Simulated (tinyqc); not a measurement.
Raising the sheet density: Gamma, L and X subbands of a thin body with non-parabolic valleys.

Hard walls, flat band, c = hbar^2/2m0, energies from the bulk Gamma edge. For a valley at angle theta to the normal 1/m_z = cos^2/ml + sin^2/mt and m_d = sqrt(ml mt^2/m_z). Subband n starts at E_v + e with e (1 + a e) = c (n pi/t)^2/m_z, and its density-of-states mass is taken as m_d (1 + 2 a e), without further growth at higher in-plane energy. Groups are named by valley and degeneracy.

n_i = g m/(2 pi c) kB T ln(1 + exp((EF - E_i)/kB T)), sum n_i = Ns (1e12/cm^2 = 1e-4/angstrom^2), c = hbar^2/2m0. Quantum capacitance Cq = 1602.176634 sum g m/(2 pi c) f_i in microfarad/cm^2 with f_i = 1/(1 + exp((E_i - EF)/kB T)); Cox = 34.5313/eot (one gate); C/Cox = Cq/(Cq + Cox), the centroid term left out.

Constants: hbar^2/2m0 = 3.80998211 eV angstrom^2; kB = 8.617333262e-05 eV/K.

Values chosen for the exercise (near those of a thin InAs channel; not measured data):

| symbol | value | unit | meaning |
|---|---|---|---|
| face | 100 |  | surface |
| mG | 0.0263 | m0 | Gamma mass |
| aG | 2.27 | 1/eV | Gamma non-parabolicity |
| EL | 0.705 | eV | L edge above Gamma |
| mL | (0.656, 0.048) | m0 | L valleys (four, along <111>): ml, mt |
| EX | 1.006 | eV | X edge above Gamma |
| mX | (1.092, 0.161) | m0 | X valleys (three, along <100>): ml, mt |
| aS | 0.45 | 1/eV | non-parabolicity of L and X |
| t | 84 | angstrom | body thickness |
| T | 300 | K | temperature |
| eot | 13 | angstrom | equivalent oxide thickness |
| Nl | (0.5, 1, 2, 4, 7, 11, 16) | x 1e12/cm^2 | sheet densities |

Fixed thickness, n = 1 to 8 of all groups; the gate overdrive above the lowest edge is (EF - E_lowest)/e + 0.1602177 Ns/Cox in volts.

Results:

| Ns (1e12/cm^2) | EF - lowest (eV) | Gamma share (%) | Cq | C/Cox | overdrive (V) |
|---|---|---|---|---|---|
| 0.5 | 0.016 | 100.0 | 1.92 | 0.420 | 0.046 |
| 1.0 | 0.051 | 100.0 | 2.60 | 0.495 | 0.111 |
| 2.0 | 0.108 | 100.0 | 2.93 | 0.525 | 0.228 |
| 4.0 | 0.211 | 100.0 | 3.51 | 0.569 | 0.452 |
| 7.0 | 0.304 | 100.0 | 7.11 | 0.728 | 0.726 |
| 11.0 | 0.386 | 100.0 | 8.02 | 0.751 | 1.050 |
| 16.0 | 0.484 | 99.8 | 8.71 | 0.766 | 1.449 |

The lowest subband is G1 n=1. At the highest density band filling takes 0.484 V of the 1.449 V overdrive. Cq grows from 1.9 to 8.7 microfarad/cm^2 while EF moves from +0.016 to +0.484 eV against the lowest edge; the Gamma share stays near 100 %.

tinyqc: `OMP_NUM_THREADS=1 python tinyqc.py 1251269 1251270 out.jsonl`; about 0.02 s, one thread, shared Intel(R) Xeon(R) Processor @ 2.30GHz.
